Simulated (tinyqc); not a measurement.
# From drift mobility mu back to acoustic deformation potential D_A

Model: mobility of a non-polar semiconductor in the relaxation-time approximation. Computed by tinyqc, a small Python program. Command: `OMP_NUM_THREADS=1 python tinyqc.py 3001677 3001678 out.jsonl rta inv`. One thread of a shared host (Intel(R) Xeon(R) Processor @ 2.30GHz), about 0.02 s of CPU time with the checks.

Each valley is treated as a sphere of mass m_d for states and rates, with one isotropic relaxation time; the conductivity mass m_c sets the current.

Inputs (values chosen for the exercise, modelled on electrons in diamond): longitudinal mass m_l = 1.46 m_0; transverse mass m_t = 0.28 m_0; equivalent valleys Z = 6; non-parabolicity alpha = 0.22 1/eV; static permittivity eps_s = 5.7; density rho = 3515 kg/m^3; sound velocity v_l = 18400 m/s; phonon energy hbar w = 146 meV; optical or intervalley deformation potential D_o = 8.6 1e8 eV/cm; final valleys Z_f = 5; carrier density n = 1.8e+18 1/cm^3; compensation ratio C = 0; temperature T = 500 K; neutral impurity density N_n = 2.7e+16 1/cm^3.

Band: Kane. Impurity formula: Conwell-Weisskopf. Further scattering: neutral impurities.

Constants: k_B = 8.617333262e-05 eV/K; m_0 = 9.1093837015e-31 kg; e = 1.602176634e-19 C; hbar = 1.054571817e-34 J s; eps_0 = 8.8541878128e-12 F/m; k_B = 1.380649e-23 J/K; hbar = 6.582119569e-16 eV s.

Method:
- m_d = (m_l m_t^2)^(1/3); 1/m_c = (1/m_l + 2/m_t)/3; Hall mass factor A = 3 K_m (K_m + 2)/(2 K_m + 1)^2, K_m = m_l/m_t; N_I = n (1 + C)/(1 - C).
- Kane band: hbar^2 k^2/(2 m) = E (1 + alpha E), speed v = hbar k/(m (1 + 2 alpha E)), states per spin, volume and energy g(E) = m k (1 + 2 alpha E)/(2 pi^2 hbar^2); overlap factors are set to 1. Here m = m_d. Masses are multiplied by m_0 and all formulas are in SI units.
- The reduced Fermi level eta = E_F/(k_B T) solves n = 2 Z int g f dE with f = 1/(1 + exp(x - eta)) (Z = 1 unless valleys are given); screening length L_s = sqrt(eps_s eps_0 k_B T/(e^2 dn/deta)), dn/deta = 2 Z int g f (1 - f) dE.
- Integrals over x = E/(k_B T) use 160 Gauss-Legendre points in u = sqrt(x) from 0 to sqrt(max(eta, 0) + 32).
- Phonon occupation N_q = 1/(exp(hbar w/(k_B T)) - 1).
- Acoustic deformation potential (elastic, equipartition, absorption and emission together): 1/tau = 2 pi k_B T D_A^2 g(E)/(hbar rho v_l^2).
- Optical or intervalley deformation potential: 1/tau = (pi Z_f D_o^2/(rho w)) [N_q g(E + hbar w) + (N_q + 1) g(E - hbar w)], with g = 0 below the band edge.
- Each optical term is multiplied by (1 - f(E'))/(1 - f(E)), E' the final energy, for Pauli blocking.
- Singly charged impurities, momentum relaxation: 1/tau = N_I e^4 m (1 + 2 alpha E) Phi/(8 pi (eps_s eps_0)^2 hbar^3 k^3), with alpha = 0 for a parabolic band.
- Conwell-Weisskopf: Phi = ln(1 + y^2), y = 4 pi eps_s eps_0 E N_I^(-1/3)/e^2 (largest impact parameter N_I^(-1/3)/2).
- Neutral impurities (Erginsoy): 1/tau = 20 N_n a_B hbar/m, a_B = 4 pi eps_s eps_0 hbar^2/(m e^2).
- mu = (m_d/m_c) (2 Z e/(3 n k_B T)) int g v^2 tau f (1 - f) dE.
- Averages over x are split at the emission threshold x_0 = hbar w/(k_B T): 64 Gauss-Legendre points in sqrt(x) below it and 128 in sqrt(x - x_0) above it, up to x = max(eta, 0) + 32.
- Rates are added at each energy before the average. With <y> = int g v^2 y f (1 - f) dE: Hall factor r_H = A (3 n k_B T/(2 Z m_d)) <tau^2/(1 + 2 alpha E)>/<tau>^2 (alpha = 0 for a parabolic band); Hall mobility r_H mu; |S| = (k_B/e) (<x tau>/<tau> - eta); resistivity 1/(n e mu).

Problem. A run gave the result below. Find the acoustic deformation potential D_A, known to lie between 4.2 and 9.6 eV.

drift mobility mu = 282.168 cm^2/(V s)

Solution.

Each step takes the trial c = (a f_b - b f_a)/(f_b - f_a), f being the result less the target and a, b, c the logarithms of the listed values; c replaces end b, the old b replaces a if the sign of f changed, and otherwise f_a is halved.

Scan of the range:
```
acoustic deformation potential D_A (eV)  drift mobility mu (cm^2/(V s))
4.20                                                            299.922
4.82                                                            297.244
5.53                                                            293.808
6.35                                                            289.392
7.29                                                            283.807
8.36                                                            276.874
9.60                                                            268.232
```

False position (Illinois rule, in the logarithm of the input) inside the bracket:
```
step    end a    end b    trial  drift mobility mu (cm^2/(V s))
1     7.29000  8.36000  7.52990                         282.302
2     8.36000  7.52990  7.54934                         282.179
3     8.36000  7.54934  7.55240                         282.159
4     7.54934  7.55240  7.55100                         282.168
5     7.55240  7.55100  7.55100                         282.168
```

Drift mobility mu falls at every point of a 13-point scan of the range (every second point is shown), so one value fits; it is bracketed by 7.29 and 8.36. Answer: acoustic deformation potential D_A = 7.551 eV.

Caution: Erginsoy's formula holds for k a_B below about 0.5 and for dopants that stay neutral, which means low temperature; elsewhere it is only a rough constant rate. Caution: n is taken as given; at low temperature (in diamond even at 300 K) real dopants can freeze out, which changes n and N_I.
